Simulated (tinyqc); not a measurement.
Inside a calculation. Method: plane-wave Kohn-Sham cycle with exchange-only LDA in a layered model solid. Computed by tinyqc, a small Python program that keeps every step. Settings: points = 16, plane-wave index or count = 3, electrons = 2, k points = 2, area = 12.0, mixing = 0.8, iteration cap = 55, Kerker q0 = 1.37. Command: `OMP_NUM_THREADS=1 python tinyqc.py 22510 22511 out.jsonl` (the two numbers bound the seeds that draw the settings). One thread of a shared host (Intel(R) Xeon(R) Processor @ 2.60GHz), about 0.02 s of CPU time with the checks. Later iterations appear only in the table of the cycle.

## Iteration 1: potential

A solid whose potential varies along x alone (atomic units):
```
parameter                      value
period a                   12.600000
cross-section of the cell  12.000000
electrons per cell                 2
grid points                       16
plane waves -n..n, n               3
k points                           2
V1 in V1 cos(2 pi x/a)     -0.490000
```

density at the start, on the grid x_j = j a/N (e/bohr^3): [0.01322751, 0.01322751, 0.01322751, 0.01322751, 0.01322751, 0.01322751, 0.01322751, 0.01322751, 0.01322751, 0.01322751, 0.01322751, 0.01322751, 0.01322751, 0.01322751, 0.01322751, 0.01322751]

V_H(G) = 4 pi rho(G)/G^2 for G != 0 (uniform background); v_x = -(3 rho/pi)^(1/3); V = V_ext + V_H + v_x; Fourier components f(G_m) = (1/N) sum_j f(x_j) exp(-i G_m x_j).

Potentials on the grid (hartree):
```
x              V_ext       V_H        v_x          V
0.000000   -0.490000  0.000000  -0.232889  -0.722889
0.787500   -0.452701  0.000000  -0.232889  -0.685590
1.575000   -0.346482  0.000000  -0.232889  -0.579372
2.362500   -0.187515  0.000000  -0.232889  -0.420404
3.150000           0  0.000000  -0.232889  -0.232889
3.937500    0.187515  0.000000  -0.232889  -0.045375
4.725000    0.346482  0.000000  -0.232889   0.113593
5.512500    0.452701  0.000000  -0.232889   0.219811
6.300000    0.490000  0.000000  -0.232889   0.257111
7.087500    0.452701  0.000000  -0.232889   0.219811
7.875000    0.346482  0.000000  -0.232889   0.113593
8.662500    0.187515  0.000000  -0.232889  -0.045375
9.450000           0  0.000000  -0.232889  -0.232889
10.237500  -0.187515  0.000000  -0.232889  -0.420404
11.025000  -0.346482  0.000000  -0.232889  -0.579372
11.812500  -0.452701  0.000000  -0.232889  -0.685590
```

V(G_m), m = 0, 1, 2, ... (hartree): [-0.232889, -0.245000, 0.000000, 0.000000, 0.000000, 0.000000, 0.000000]

## Iteration 1: Hamiltonian at one k

k = 0.250000 2 pi / a

H(m,m') = (k + G_m)^2/2 delta + V(G_m - G_m'), with V(-G) = V(G).

H (hartree), order -3, -2, -1, +0, +1, +2, +3:
```
[[0.707384, -0.245000, 0.000000, 0.000000, 0.000000, 0.000000, 0.000000],
 [-0.245000, 0.147882, -0.245000, 0.000000, 0.000000, 0.000000, 0.000000],
 [0.000000, -0.245000, -0.162952, -0.245000, 0.000000, 0.000000, 0.000000],
 [0.000000, 0.000000, -0.245000, -0.225119, -0.245000, 0.000000, 0.000000],
 [0.000000, 0.000000, 0.000000, -0.245000, -0.038618, -0.245000, 0.000000],
 [0.000000, 0.000000, 0.000000, 0.000000, -0.245000, 0.396550, -0.245000],
 [0.000000, 0.000000, 0.000000, 0.000000, 0.000000, -0.245000, 1.080385]]
```

## Iteration 1: levels at that k

Diagonalise the Hermitian matrix.

eigenvalues (hartree): [-0.556477, -0.241834, 0.030057, 0.245707, 0.455456, 0.808367, 1.164235]

## Iteration 1: new density

Motion across x is left out: the lowest 1 band(s) hold two electrons at each of the k points (j + 1/2)/nk - 1/2. Residual R = rho(out) - rho(in); rho(new) = rho(in) + 0.8 R, with R(G) scaled by G^2/(G^2 + 1.37^2) (Kerker). rho(out) = 2/(a A nk) sum |psi|^2 with psi = sum c exp(i G x). Harris energy E = band energy - dV sum rho (V_H/2 + v_x) + (3/4) dV sum rho v_x with rho(in), dV = a A/N, band energy = (2/nk) sum of the filled levels.

rho(out) (e/bohr^3): [0.05307505, 0.04353525, 0.02398477, 0.00889554, 0.00230036, 0.00046675, 0.00008674, 0.00001252, 0.00000134, 0.00001252, 0.00008674, 0.00046675, 0.00230036, 0.00889554, 0.02398477, 0.04353525]

density after iteration 1 (e/bohr^3): [0.02140378, 0.01819431, 0.01250984, 0.00989097, 0.01051082, 0.01183636, 0.01264957, 0.01298842, 0.01307587, 0.01298842, 0.01264957, 0.01183636, 0.01051082, 0.00989097, 0.01250984, 0.01819431]

energy per cell = -0.99650877 hartree

## Iteration 2: potential

As before.

Potentials on the grid (hartree):
```
x              V_ext        V_H        v_x          V
0.000000   -0.490000   0.158690  -0.273414  -0.604724
0.787500   -0.452701   0.129081  -0.259002  -0.582622
1.575000   -0.346482   0.062423  -0.228599  -0.512658
2.362500   -0.187515  -0.000864  -0.211383  -0.399762
3.150000           0  -0.040339  -0.215710  -0.256049
3.937500    0.187515  -0.059035  -0.224421  -0.095941
4.725000    0.346482  -0.066515  -0.229447   0.050520
5.512500    0.452701  -0.069182  -0.231478   0.152042
6.300000    0.490000  -0.069827  -0.231996   0.188177
7.087500    0.452701  -0.069182  -0.231478   0.152042
7.875000    0.346482  -0.066515  -0.229447   0.050520
8.662500    0.187515  -0.059035  -0.224421  -0.095941
9.450000           0  -0.040339  -0.215710  -0.256049
10.237500  -0.187515  -0.000864  -0.211383  -0.399762
11.025000  -0.346482   0.062423  -0.228599  -0.512658
11.812500  -0.452701   0.129081  -0.259002  -0.582622
```

V(G_m), m = 0, 1, 2, ... (hartree): [-0.231593, -0.198711, 0.011728, 0.000166, -0.000273, 0.000278, 0.000216]

## Iteration 2: Hamiltonian at one k

k = 0.250000 2 pi / a

As before.

H (hartree), order -3, -2, -1, +0, +1, +2, +3:
```
[[0.708680, -0.198711, 0.011728, 0.000166, -0.000273, 0.000278, 0.000216],
 [-0.198711, 0.149179, -0.198711, 0.011728, 0.000166, -0.000273, 0.000278],
 [0.011728, -0.198711, -0.161655, -0.198711, 0.011728, 0.000166, -0.000273],
 [0.000166, 0.011728, -0.198711, -0.223822, -0.198711, 0.011728, 0.000166],
 [-0.000273, 0.000166, 0.011728, -0.198711, -0.037322, -0.198711, 0.011728],
 [0.000278, -0.000273, 0.000166, 0.011728, -0.198711, 0.397846, -0.198711],
 [0.000216, 0.000278, -0.000273, 0.000166, 0.011728, -0.198711, 1.081681]]
```

## Iteration 2: levels at that k

As before.

eigenvalues (hartree): [-0.470526, -0.209219, 0.024169, 0.217203, 0.435804, 0.778260, 1.138896]

## Iteration 2: new density

As before.

rho(out) (e/bohr^3): [0.04843039, 0.04104046, 0.02497964, 0.01096209, 0.00353067, 0.00087505, 0.00017988, 0.00003245, 0.00000935, 0.00003245, 0.00017988, 0.00087505, 0.00353067, 0.01096209, 0.02497964, 0.04104046]

density after iteration 2 (e/bohr^3): [0.02561568, 0.02141366, 0.01339121, 0.00866704, 0.00857911, 0.01031602, 0.01176826, 0.01251333, 0.01272728, 0.01251333, 0.01176826, 0.01031602, 0.00857911, 0.00866704, 0.01339121, 0.02141366]

energy per cell = -0.83739243 hartree

## Convergence

Stop when sqrt(dV sum R^2) is below 1e-8, dV = a A/N.

Course of the cycle:
```
iteration  E (hartree)  norm of the residual
1          -0.99650877              2.20e-01
2          -0.83739243              1.75e-01
3          -0.72535733              1.42e-01
4          -0.64855495              1.17e-01
5          -0.59687047              9.68e-02
6          -0.56319269              7.86e-02
7          -0.54249347              6.19e-02
8          -0.53092272              4.65e-02
9          -0.52523305              3.34e-02
10         -0.52276205              2.33e-02
11         -0.52175388              1.61e-02
...                ...                   ...
40         -0.52102881              3.07e-07
41         -0.52102881              2.11e-07
42         -0.52102881              1.45e-07
43         -0.52102881              1.00e-07
44         -0.52102881              6.88e-08
45         -0.52102881              4.73e-08
46         -0.52102881              3.26e-08
47         -0.52102881              2.24e-08
48         -0.52102881              1.54e-08
49         -0.52102881              1.06e-08
50         -0.52102881              7.30e-09
```

Converged in 50 iterations. Before convergence this energy mixes input and output and is not variational, so it may rise towards its limit.
